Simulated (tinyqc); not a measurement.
# Gas flow in a process chamber: flow regimes, conductance, effective pumping speed, pump-down, outgassing and purge, step by step

A worked calculation. Computed by tinyqc, a small Python program that keeps every step. Command: `OMP_NUM_THREADS=1 python tinyqc.py 3121151 3121152 out.jsonl pump walk`. One thread of a shared host (Intel(R) Xeon(R) Processor @ 2.30GHz), about 0.06 s of CPU time with the checks. Intermediate numbers are printed to about 7 digits and carried at full precision; extremes and crossings named in words are read from the listed rows.

Ideal gas, isothermal flow, a pump of constant speed at the end of a round pipe; process gas, volume gas and outgassing are given the same properties. 1 sccm = 101325 Pa x 1e-6 m^3/60 s x T/273.15 K.

Inputs (values chosen for the exercise, modelled on water vapour near room temperature):
```
quantity                     value            unit
molar mass M                 18.02           g/mol
molecular diameter            0.46              nm
viscosity eta                  9.9   micropascal s
temperature T                  350               K
chamber volume V                94               L
wall area                     0.35             m^2
pipe diameter d                  4              cm
pipe length l                   10              cm
pump speed S                   8.9             L/s
process gas flow                90            sccm
outgassing rate after 1 h  2.7e-06  Pa m^3/(s m^2)
outgassing exponent n         0.84               -
starting pressure p0           220              Pa
target base pressure        0.0009              Pa
```

Constants: k_B = 1.380649e-23 J/K; u = 1.6605390666e-27 kg.

## Molecular flow

Mean speed c = sqrt(8 k_B T/(pi m)); aperture conductance C_a = c pi d^2/16; molecular pipe C_m = C_a/(1 + 3 l/(4 d)) (Dushman form); viscous pipe C_v = pi d^4 p_mean/(128 eta l); Knudsen interpolation C = C_v + C_m (1 + x)/(1 + 1.24 x), x = d p_mean sqrt(m/(k_B T))/eta. Effective speed 1/S_eff = 1/S + 1/C_m; time constant V/S_eff; pressure at which the free path k_B T/(sqrt2 pi d_m^2 p) equals d.

mean speed c = 641.2742 m/s

C_a = 201.4622 L/s

C_m = 70.07382 L/s

S_eff in molecular flow = 7.897009 L/s

time constant = 11.90324 s

pressure where the free path equals d = 0.1285023 Pa

The pipe passes on 89 % of the pump speed.

## Process pressure

Steady flow: the pump inlet is at p_2 = Q/S, and the chamber pressure p_1 solves Q = C((p_1 + p_2)/2) (p_1 - p_2). Residence time = p_1 V/Q. Knudsen number = free path at the mean pressure over d.

throughput Q = 194.7488 Pa L/s

p_2 = 21.88188 Pa

chamber pressure p_1 = 22.01623 Pa

conductance C = 1449.591 L/s

residence time = 10.62664 s

Knudsen number = 0.005854569

The flow in the pipe is viscous.

## Purging a well-mixed chamber

With steady flow a contaminant decays as exp(-t/residence time); gas used = flow x time.

time to dilute 1e3 times = 73.40625 s

time to dilute 1e6 times = 146.8125 s

gas used for 1e6 = 220.2188 standard cm^3

## Pump-down curve

Pump-down: V dp/dt = -S_eff(p) p + q(t) A, with S_eff = S p_2/p, where p_2 solves C((p + p_2)/2) (p - p_2) = S p_2 at each moment, and q(t) = q_1 (1 h/(t + 10 s))^n; integrated adaptively. At long times p = q(t) A/S_eff. S_eff(p) is tabulated at 260 pressures and interpolated in ln p. Comparison columns: p0 exp(-t/time constant) with the molecular S_eff (0 below 1e-26 p0), and the outgassing limit.

Pressure against time:
```
t (s)         p (Pa)  S_eff (L/s)  volume gas only (Pa)  outgassing limit (Pa)
0.3     2.138433e+02     8.894189          2.145246e+02           1.638627e-02
1       2.001398e+02     8.893786          2.022727e+02           1.550577e-02
3       1.656395e+02     8.892499          1.709883e+02           1.347568e-02
10      8.544665e+01     8.885546          9.496612e+01           9.384217e-03
30      1.298108e+01     8.810505          1.769541e+01           5.242433e-03
100     3.098125e-02     7.874073          4.941772e-02           2.241266e-03
300     9.715369e-04     7.895800          2.493461e-09           9.386840e-04
1000    3.515863e-04     7.896567                     0           3.480433e-04
3600    1.197220e-04     7.896858                     0           1.193870e-04
20000   2.834229e-05     7.896974                     0           2.832799e-05
100000  7.332815e-06     7.897000                     0           7.332073e-06
```

From t = 300 s on the pressure is within 20 % of the outgassing limit, which falls only as (t + 10 s)^-0.84: walls, not volume, set the time to base pressure.

## Time to base pressure

From the outgassing limit: t = 1 h x (q_1 A/(S_eff p_target))^(1/n) - 10 s; monolayer time at the target = 1e19 m^-2 x 4 k_B T/(p c) for unit sticking.

time to the target = 0.08775742 h

monolayer time = 0.3349076 s

Checks made by the program: throughput from C and the pressure drop (relative difference 3e-09).
